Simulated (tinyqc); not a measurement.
## MOSFET in saturation, small-signal circuit and noise: integrated noise against bandwidth

Bias by the inversion coefficient IC = I/Ispec (charge-based model with velocity saturation; weak inversion below 0.1, strong above 10). Common-source circuit: gm, gds, Cgs, Cgd and Cj at the inner nodes, Rg in series with the gate; quasi-static, no source or drain resistance, no gate-body capacitance, no substrate network, no induced gate noise, so fmax is an upper estimate.

Ispec = 2 n mu Cox (W/L) Vt^2, lc = Ls/L, gms = [sqrt((lc IC + 1)^2 + 4 IC) - 1]/[2 + lc (lc IC + 1)], gm = gms Ispec/(n Vt), gds = sg gm. qs = [sqrt(1 + 4 IC) - 1]/2, Cgs = Cox W L qs (2 qs + 3)/(3 (qs + 1)^2) + Cov W, Cgd = Cov W, Cd = Cj W, Rg = Rsh (Wf/L)/(12 Nf) + Rc/W with Nf = W/Wf fingers (not rounded) contacted at both ends. Channel noise Sid = 4 kB T gam n gm with gam = (1/2 + (2/3) qs)/(1 + qs) + gw lc IC, qs = [sqrt(1 + 4 IC) - 1]/2, lc = Ls/L (the last term an empirical rise with velocity saturation); at the gate, white noise Sw = Sid/gm^2 + 4 kB T Rg. Number fluctuation with correlated mobility: S(f) = K/f, K = q^2 Vt lt Nt/(W L Cox^2) (1 + ac mu Cox I/gm)^2, Vt in eV with Nt per eV. Corner fc = K/Sw. Mean square from f1 = 100 Hz to B: Sw (B - f1) + K ln(B/f1).

Parameters, values chosen for the exercise: temperature T = 400 K; gate length L = 180 nm; total gate width W = 40 um; gate capacitance Cox = 1.36 uF/cm^2; mobility mu = 390 cm^2/(V s); slope factor n = 1.17; velocity-saturation length Ls = 20 nm; sheet resistance of the gate Rsh = 20 ohm; finger width Wf = 4 um; gate contact and vertical resistance Rc = 100 ohm um; inversion coefficient IC = 19; short-channel excess of the noise factor gw = 0.07; oxide trap density Nt = 1.7e18 cm^-3 eV^-1; tunnelling length into the oxide lt = 0.1 nm; Coulomb scattering coefficient ac = 10000 V s/C.

Constants: q = 1.602176634e-19 C, kB = 1.380649e-23 J/K, Vt = kB T/q. Results are converted to the units shown.

Results:
```
B (Hz)	spot noise at B (nV/Hz^0.5)	white part (uV rms)	1/f part (uV rms)	total (uV rms)
1000	724.1	0.02753	34.75	34.75
10000	229.0	0.09131	49.14	49.14
1e5	72.42	0.2901	60.19	60.19
1e7	7.299	2.902	77.70	77.75
1e8	2.467	9.177	85.12	85.61
1e9	1.169	29.02	91.94	96.41
```

Estimate the missing row, B = 1e6 Hz.

Computed row:
```
B (Hz)	spot noise at B (nV/Hz^0.5)	white part (uV rms)	1/f part (uV rms)	total (uV rms)
1e6	22.92	0.9177	69.50	69.50
```

With this row back in the table: The 1/f part adds the same power, K ln 10, in each decade and grows only from 34.7 to 91.9 uV; the white part grows as sqrt(B). The corner of the spot noise is fc = 6.23e8 Hz.

Numbers from tinyqc (`OMP_NUM_THREADS=1 python tinyqc.py 2150012 2150013 out.jsonl`; about 0.01 s on one thread of a shared Intel Xeon 2.30GHz).
